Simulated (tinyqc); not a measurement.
Froehlich polaron in a polar crystal: one step, computed by the program tinyqc. Command: `OMP_NUM_THREADS=1 python tinyqc.py 3000031 3000032 out.jsonl frohlich walk`. One thread of a shared host (Intel(R) Xeon(R) Processor @ 2.30GHz), about 0.06 s of CPU time with the checks.

One electron in a parabolic band of mass m*, coupled to dispersionless LO phonons in the continuum model. Energies are in units of hbar omega unless marked, wave numbers in k_0 = sqrt(2 m* omega/hbar).

Question. Coupling constant and length scale. 1/eps* = 1/eps_inf - 1/eps_s; k_0 = sqrt(2 m* omega/hbar) = sqrt(m* hbar omega / (hbar^2/(2 m_0))) with m* in m_0; alpha = (e^2/(4 pi eps_0)) k_0/(2 eps* hbar omega); polaron length 1/k_0.

Inputs (values chosen for the exercise, modelled on indium phosphide):
```
quantity                           value  unit
band mass m*                      0.0852   m_0
LO phonon energy hbar omega           41   meV
eps_inf                             9.87     -
static dielectric constant eps_s    12.5     -
```

Constants: hbar^2/(2 m_0) = 3.80998212 eV angstrom^2; e^2/(4 pi eps_0) = 14.39964548 eV angstrom.

Give: eps*; k_0; coupling constant alpha; polaron length 1/k_0.

Answer.

eps* = 46.91

k_0 = 0.03028 1/angstrom

coupling constant alpha = 0.1133

polaron length 1/k_0 = 33.03 angstrom

Weak coupling: perturbation theory should serve.
